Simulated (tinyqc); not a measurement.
Worked calculation: Luttinger-Kohn k.p, four valence bands. One step of it, computed by the program tinyqc.

Question. Levels at k. Diagonalise the Hermitian matrix.

H(k) at k (eV), order 3/2, 1/2, -1/2, -3/2:
$$\begin{pmatrix}
0.016338 & -0.000571-0.011990i & 0.005604-0.000856i & 0.000000 \\
-0.000571+0.011990i & 0.015602 & 0.000000 & 0.005604-0.000856i \\
0.005604+0.000856i & 0.000000 & 0.015602 & 0.000571+0.011990i \\
0.000000 & 0.005604+0.000856i & 0.000571-0.011990i & 0.016338
\end{pmatrix}$$

Give: eigenvalues.

Answer.

eigenvalues (eV): [0.0027, 0.0027, 0.0293, 0.0293]
